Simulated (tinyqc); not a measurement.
From isolated dopants to a band: overlap of hydrogenic dopants: pairs, impurity band and the Mott density.

Ry* = Ry m/eps^2, aB = a0 eps/m. For 1s orbitals a distance rho = R/aB apart, in Ry*: overlap S = exp(-rho)(1 + rho + rho^2/3), J = (2/rho)(1 - (1 + rho) exp(-2 rho)) (attraction to the other ion), Kx = 2 (1 + rho) exp(-rho) (exchange of one electron). One electron on a pair has E = -1 - (J +/- Kx)/(1 +/- S), without the repulsion 2/rho of the ions. Hopping after orthogonalisation: t = (Kx - S J)/(1 - S^2), half the splitting. Dopants on a lattice with z neighbours, n = 1/R^3 (simple cubic), give a band of width B = 2 z t, as on any lattice of two interpenetrating sublattices. Valleys, central cells and disorder are left out.

Constants: Ry = 13.60569312 eV; a0 (Bohr radius) = 0.5291772105 angstrom.

Parameters, chosen for this exercise (an isotropic mass and dielectric constant of the size used for donors in GaAs; the results hold for these values, not for the real material):
```
symbol  value  unit  meaning
m       0.069  m0    mass
eps     13.2         dielectric constant
z       6            neighbours in the dopant lattice
u       0.945  Ry*   cost of a second electron on one dopant
```

The distance R/aB is varied; density from the lattice formula.

Against distance:
```
R/aB  n (1/cm^3)  n^(1/3) aB       S  t (meV)  B (meV)    B/u
10.0    9.64e+14       0.100  0.0020   0.0032    0.039  0.008
7.0     2.81e+15       0.143  0.0222   0.0445    0.534  0.105
6.0     4.46e+15       0.167  0.0471   0.1026    1.231  0.242
5.0     7.71e+15       0.200  0.0966   0.2297    2.756  0.541
4.5     1.06e+16       0.222  0.1361   0.3390    4.068  0.799
4.0     1.51e+16       0.250  0.1893   0.4956    5.947  1.168
3.5     2.25e+16       0.286  0.2592   0.7178    8.614  1.692
3.0     3.57e+16       0.333  0.3485   1.0319   12.383  2.432
```

Give the missing row, R/aB = 8.0.

Computed row:
```
R/aB  n (1/cm^3)  n^(1/3) aB       S  t (meV)  B (meV)    B/u
8.0     1.88e+15       0.125  0.0102   0.0188    0.226  0.044
```

critical densities (1/cm^3): B = u 1.30e+16, B = (2/sqrt3) u 1.49e+16, n^(1/3) aB = 0.26 1.69e+16

From R = 10 to 5 aB the density rises eightfold and the band widens by a factor 72, since t falls about as R exp(-R/aB). B passes u at 1.3e+16/cm^3, n^(1/3) aB = 0.238; the screening rule gives a density 1.31 times that. An ordered lattice overstates the ease of conduction, as random spacing localises the tails, and below R = 4 aB (S above 0.19) nearest-neighbour hopping alone is no longer enough.

Computed by tinyqc, a small Python program: `OMP_NUM_THREADS=1 python tinyqc.py 1482025 1482026 out.jsonl` (the numbers bound the seed that draws the inputs); one thread of a shared host (Intel(R) Xeon(R) Processor @ 2.30GHz), about 0.01 s for the whole set of steps.
